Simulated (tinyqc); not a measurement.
Double-gate transistor, scale length and short-channel effects: two steps of the calculation.

A body of thickness ts between two insulators of thickness ti and two tied gates. Below threshold the potential that source and drain add obeys Laplace's equation and vanishes on the gate. Its lowest mode decays along the channel as exp(-k y); k is the smallest positive root of the matching condition at the interface, and the scale length is Lambda = pi/k.

Inputs (values chosen for the exercise); permittivities: semiconductor close to that of indium arsenide, insulator close to that of silicon nitride: temperature T = 400 K; relative permittivity of the semiconductor eps_r = 15; relative permittivity of the insulator ei = 7.22; insulator thickness ti = 2.3 nm; body thickness ts = 11.7 nm; channel length L = 32 nm; potential of the source Vbi = 0.96 V; potential of the barrier top at threshold sT = 0.49 V; long-channel threshold VTL = 0.44 V; long-channel body factor m = 1; drain voltage Vds = 0.6 V.

Constants: q = 1.602176634e-19 C, kB = 1.380649e-23 J/K, Vt = kB T/q. Results are converted to the units shown.

Task 1. Scan of the matching condition. f(k) = ei cos(k ti) cos(k ts/2) - eps_r sin(k ti) sin(k ts/2).

| point | k (1/nm) |
|---|---|
| 0 | 0.03 |
| 1 | 0.06 |
| 2 | 0.09 |
| 3 | 0.12 |
| 4 | 0.15 |
| 5 | 0.18 |
| 6 | 0.21 |
| 7 | 0.24 |

Give: f(k).

Result 1.

| point | f(k) |
|---|---|
| 0 | 6.9116 |
| 1 | 6.0059 |
| 2 | 4.5598 |
| 3 | 2.6646 |
| 4 | 0.4404 |
| 5 | -1.9714 |
| 6 | -4.4162 |
| 7 | -6.7360 |

The first change of sign lies between k = 0.15 and 0.18 1/nm.

Task 2. Threshold shift, barrier position and swing. Along the channel psi(y) = s + a exp(y/l) + b exp(-y/l) with psi(0) = Vbi, psi(L) = Vbi + Vds and l = 1/k = Lambda/pi; with A = Vbi - s, B = A + Vds, x = exp(-L/l): a = (B - A x) x/(1 - x^2), b = (A - B x)/(1 - x^2). The minimum is s + 2 sqrt(a b), at y = (l/2) ln(b/a). The long-channel potential follows the gate as s = sT + (Vg - VTL)/m, and the threshold VT is the gate voltage at which the minimum equals sT. Swing = m Vt ln 10/g at threshold, g = d(minimum)/ds = 1 - (b x + a)/((1 + x) sqrt(a b)).

l = 6.4267667 nm

Wanted: s at threshold; a; b; position of the minimum; VT; swing.

Result 2.

s at threshold = 0.34842 V
a = 0.0083068 V
b = 0.60327 V
position of the minimum = 13.770 nm
VT = 0.29842 V
swing = 96.178 mV/decade

The threshold lies 142 mV below the long-channel value, and the barrier top sits at 0.43 L from the source.

Program tinyqc, `OMP_NUM_THREADS=1 python tinyqc.py 2420076 2420077 out.jsonl`; Intel Xeon 2.30GHz, shared host, one thread, about 0.01 s.
